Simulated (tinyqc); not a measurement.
## Delay unit and parasitic delay from two ring oscillators

Inverse problem. A ring of 21 inverters oscillates at 1/(2 x 21 d), with stage delay d = tau (h + p) for fan-out h. Find tau, p and the delay at fan-out 4.

frequencies of 21-stage ring oscillators with fan-out 2 and 6 (GHz): 5.3198507  2.4207495

Answer. d is a straight line in h with slope tau and intercept tau p.

tau = 1.340 ps
p = 1.340
delay at fan-out 4 = 7.156 ps

tinyqc, about 0.01 s, one thread, Intel Xeon 2.30GHz (shared host): `OMP_NUM_THREADS=1 python tinyqc.py 2082037 2082038 out.jsonl`
